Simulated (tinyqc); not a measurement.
CIS on RHF in the cc-pvdz basis, for He, spin multiplicity 1, step by step. Computed by tinyqc, a small Python program that keeps every step (integrals from PySCF). Settings: charge = 0, multiplicity = 1, basis = cc-pvdz, method = RHF, energy threshold = 1e-10, iteration cap = 83, orthogonalisation = canonical, start = atomic densities, DIIS depth = 6. Command: `OMP_NUM_THREADS=1 python tinyqc.py 25484 25485 out.jsonl` (the two numbers bound the seeds that draw the settings). One thread of a shared host (Intel(R) Xeon(R) Processor @ 2.60GHz), about 0.04 s of CPU time with the checks. The early iterations of the SCF are left out here.

## One-electron integrals

Geometry (angstrom):
```
atom       x       y       z
He    0.0000  0.0000  0.0000
```

Basis cc-pvdz: exponents (1/bohr^2) and contraction coefficients of normalised primitives:
```
element  l (shell)  exponent  coefficient
He           s (1)   38.3600       0.0402
He           s (1)    5.7700       0.2614
He           s (1)    1.2400       0.7931
He           s (2)    0.2976       1.0000
He           p (3)    1.2750       1.0000
```

Overlap, kinetic and nuclear-attraction integrals over the contracted functions; the nuclear repulsion is the sum of Za Zb / Rab.

nuclear repulsion = 0 hartree

overlap S, order 1He 1s, 1He 2s, 1He 2px, 1He 2py, 1He 2pz:
```
[[1.0000, 0.6342, 0.0000, 0.0000, 0.0000],
 [0.6342, 1.0000, 0.0000, 0.0000, 0.0000],
 [0.0000, 0.0000, 1.0000, 0.0000, 0.0000],
 [0.0000, 0.0000, 0.0000, 1.0000, 0.0000],
 [0.0000, 0.0000, 0.0000, 0.0000, 1.0000]]
```

kinetic energy T (hartree), order 1He 1s, 1He 2s, 1He 2px, 1He 2py, 1He 2pz:
```
[[2.9224, 0.4667, 0.0000, 0.0000, 0.0000],
 [0.4667, 0.4464, 0.0000, 0.0000, 0.0000],
 [0.0000, 0.0000, 3.1875, 0.0000, 0.0000],
 [0.0000, 0.0000, 0.0000, 3.1875, 0.0000],
 [0.0000, 0.0000, 0.0000, 0.0000, 3.1875]]
```

nuclear attraction V (hartree), order 1He 1s, 1He 2s, 1He 2px, 1He 2py, 1He 2pz:
```
[[-4.8027, -2.0124, 0.0000, 0.0000, 0.0000],
 [-2.0124, -1.7411, 0.0000, 0.0000, 0.0000],
 [0.0000, 0.0000, -2.4025, 0.0000, 0.0000],
 [0.0000, 0.0000, 0.0000, -2.4025, 0.0000],
 [0.0000, 0.0000, 0.0000, 0.0000, -2.4025]]
```

core Hamiltonian H = T + V (hartree), order 1He 1s, 1He 2s, 1He 2px, 1He 2py, 1He 2pz:
```
[[-1.8803, -1.5458, 0.0000, 0.0000, 0.0000],
 [-1.5458, -1.2947, 0.0000, 0.0000, 0.0000],
 [0.0000, 0.0000, 0.7850, 0.0000, 0.0000],
 [0.0000, 0.0000, 0.0000, 0.7850, 0.0000],
 [0.0000, 0.0000, 0.0000, 0.0000, 0.7850]]
```

## Two-electron integrals

Functions are numbered as in S; the eight-fold symmetry (ij|kl) = (ji|kl) = (kl|ij) leaves the list below.

Two-electron integrals (ij|kl) in chemists' order, unique and non-zero (hartree):
```
(11|11) 1.5430   (21|11) 0.7850   (21|21) 0.4268   (22|11) 0.8035
(22|21) 0.4759   (22|22) 0.6156   (31|31) 0.1773   (32|31) 0.1425
(32|32) 0.1300   (33|11) 1.0998   (33|21) 0.6278   (33|22) 0.7344
(33|33) 1.0405   (41|41) 0.1773   (42|41) 0.1425   (42|42) 0.1300
(43|43) 0.0637   (44|11) 1.0998   (44|21) 0.6278   (44|22) 0.7344
(44|33) 0.9131   (44|44) 1.0405   (51|51) 0.1773   (52|51) 0.1425
(52|52) 0.1300   (53|53) 0.0637   (54|54) 0.0637   (55|11) 1.0998
(55|21) 0.6278   (55|22) 0.7344   (55|33) 0.9131   (55|44) 0.9131
(55|55) 1.0405
```

## Orthogonalisation

S = U s U^T; canonical form X = U s^(-1/2), so that X^T S X = 1. Each column of U has its largest component positive (the first on a tie).

eigenvalues of S: [0.3658, 1.0000, 1.0000, 1.0000, 1.6342]

X, order 1He 1s, 1He 2s, 1He 2px, 1He 2py, 1He 2pz:
```
[[1.1691, 0.0000, 0.0000, 0.0000, 0.5531],
 [-1.1691, 0.0000, 0.0000, 0.0000, 0.5531],
 [0.0000, 1.0000, 0.0000, 0.0000, 0.0000],
 [0.0000, 0.0000, 1.0000, 0.0000, 0.0000],
 [0.0000, 0.0000, 0.0000, 1.0000, 0.0000]]
```

Within a degenerate level the vectors are fixed only up to a rotation; this is one choice.

## Iteration 4 (converged): orbitals

converged F (hartree), order 1He 1s, 1He 2s, 1He 2px, 1He 2py, 1He 2pz:
```
[[-0.5504, -0.9999, 0.0000, 0.0000, 0.0000],
 [-0.9999, -0.4288, 0.0000, 0.0000, 0.0000],
 [0.0000, 0.0000, 2.5244, 0.0000, 0.0000],
 [0.0000, 0.0000, 0.0000, 2.5244, 0.0000],
 [0.0000, 0.0000, 0.0000, 0.0000, 2.5244]]
```

Diagonalise F' = X^T F X, C = X C', fill 1 alpha and 1 beta electrons from the bottom; D = 2 C_occ C_occ^T. Each column has its largest component positive (the first on a tie).

F' = X^T F X (hartree):
```
[[1.3948, 0.0000, 0.0000, 0.0000, -0.0786],
 [0.0000, 2.5244, 0.0000, 0.0000, 0.0000],
 [0.0000, 0.0000, 2.5244, 0.0000, 0.0000],
 [0.0000, 0.0000, 0.0000, 2.5244, 0.0000],
 [-0.0786, 0.0000, 0.0000, 0.0000, -0.9115]]
```

orbital energies (hartree): [-0.9141, 1.3974, 2.5244, 2.5244, 2.5244]

coefficients C, order 1He 1s, 1He 2s, 1He 2px, 1He 2py, 1He 2pz:
```
[[0.5926, -1.1496, 0.0000, 0.0000, 0.0000],
 [0.5130, 1.1872, 0.0000, 0.0000, 0.0000],
 [0.0000, 0.0000, 0.0000, 0.0000, 1.0000],
 [0.0000, 0.0000, 1.0000, 0.0000, 0.0000],
 [0.0000, 0.0000, 0.0000, 1.0000, 0.0000]]
```

D after iteration 4, order 1He 1s, 1He 2s, 1He 2px, 1He 2py, 1He 2pz:
```
[[0.7024, 0.6081, 0.0000, 0.0000, 0.0000],
 [0.6081, 0.5264, 0.0000, 0.0000, 0.0000],
 [0.0000, 0.0000, 0.0000, 0.0000, 0.0000],
 [0.0000, 0.0000, 0.0000, 0.0000, 0.0000],
 [0.0000, 0.0000, 0.0000, 0.0000, 0.0000]]
```

Within a degenerate level the vectors are fixed only up to a rotation; this is one choice.

## Convergence

Stop when the energy changes by less than 1e-10 hartree and every element of the error matrix X^T (F D S - S D F) X is below 3e-06.

Course of the cycle:
```
iteration  E (hartree)     change  largest element of the error matrix
1            -2.855138          -                             9.71e-03
2            -2.855160  -2.19e-05                             7.34e-04
3            -2.855160  -1.26e-07                             5.49e-08
4            -2.855160  -4.44e-16                             2.52e-08
```

PySCF RHF in the same basis = -2.855160 hartree

Converged in 4 iterations.

## Integrals over molecular orbitals

(pq|rs) = sum C_ip C_jq C_kr C_ls (ij|kl), one index at a time.

one-electron integrals over orbitals h = C^T H C (hartree):
```
[[-1.9410, 0.3164, 0.0000, 0.0000, 0.0000],
 [0.3164, -0.0902, 0.0000, 0.0000, 0.0000],
 [0.0000, 0.0000, 0.7850, 0.0000, 0.0000],
 [0.0000, 0.0000, 0.0000, 0.7850, 0.0000],
 [0.0000, 0.0000, 0.0000, 0.0000, 0.7850]]
```

Two-electron integrals over orbitals (pq|rs), unique and non-zero (hartree):
```
(11|11) 1.0269    (21|11) -0.3164   (21|21) 0.2275    (22|11) 0.8576
(22|21) -0.2552   (22|22) 0.7655    (31|31) 0.1831    (32|31) -0.0254
(32|32) 0.0285    (33|11) 0.9613    (33|21) -0.2305   (33|22) 0.7750
(33|33) 1.0405    (41|41) 0.1831    (42|41) -0.0254   (42|42) 0.0285
(43|43) 0.0637    (44|11) 0.9613    (44|21) -0.2305   (44|22) 0.7750
(44|33) 0.9131    (44|44) 1.0405    (51|51) 0.1831    (52|51) -0.0254
(52|52) 0.0285    (53|53) 0.0637    (54|54) 0.0637    (55|11) 0.9613
(55|21) -0.2305   (55|22) 0.7750    (55|33) 0.9131    (55|44) 0.9131
(55|55) 1.0405
```

## CIS matrix, singlets

A(ia,jb) = (e_a - e_i) d_ij d_ab + 2 (ia|jb) - (ij|ab).

CIS matrix A, singlet (hartree), order 1>2, 1>3, 1>4, 1>5:
```
[[1.9090, 0.0000, 0.0000, 0.0000],
 [0.0000, 2.8436, 0.0000, 0.0000],
 [0.0000, 0.0000, 2.8436, 0.0000],
 [0.0000, 0.0000, 0.0000, 2.8436]]
```

## CIS singlet states

dipole integrals <i|r|a> (bohr), order 1>2, 1>3, 1>4, 1>5:
```
[[0.0000, 0.0000, 0.0000],
 [0.0000, 0.4833, 0.0000],
 [0.0000, 0.0000, 0.4833],
 [0.4833, 0.0000, 0.0000]]
```

Diagonalise A (1 hartree = 27.211386 eV); each vector has its largest component positive (the first on a tie). The transition dipole is mu = sqrt2 sum c_ia <i|r|a>.

singlet excitation energies (eV): [51.9467, 77.3771, 77.3771, 77.3771]

lowest vectors, order 1>2, 1>3, 1>4, 1>5:
```
[[1.0000, 0.0000, 0.0000, 0.0000],
 [0.0000, 1.0000, 0.0000, 0.0000],
 [0.0000, 0.0000, 1.0000, 0.0000],
 [0.0000, 0.0000, 0.0000, 1.0000]]
```

oscillator strengths 2/3 w |mu|^2: [0.0000, 0.8856, 0.8856, 0.8856]

Within a degenerate level the vectors are fixed only up to a rotation; this is one choice.

## CIS matrix, triplets

A(ia,jb) = (e_a - e_i) d_ij d_ab - (ij|ab).

CIS matrix A, triplet (hartree), order 1>2, 1>3, 1>4, 1>5:
```
[[1.4540, 0.0000, 0.0000, 0.0000],
 [0.0000, 2.4773, 0.0000, 0.0000],
 [0.0000, 0.0000, 2.4773, 0.0000],
 [0.0000, 0.0000, 0.0000, 2.4773]]
```

## CIS triplet states

Diagonalise A (1 hartree = 27.211386 eV); each vector has its largest component positive (the first on a tie).

triplet excitation energies (eV): [39.5653, 67.4096, 67.4096, 67.4096]

lowest vectors, order 1>2, 1>3, 1>4, 1>5:
```
[[1.0000, 0.0000, 0.0000, 0.0000],
 [0.0000, 1.0000, 0.0000, 0.0000],
 [0.0000, 0.0000, 1.0000, 0.0000],
 [0.0000, 0.0000, 0.0000, 1.0000]]
```

Within a degenerate level the vectors are fixed only up to a rotation; this is one choice.
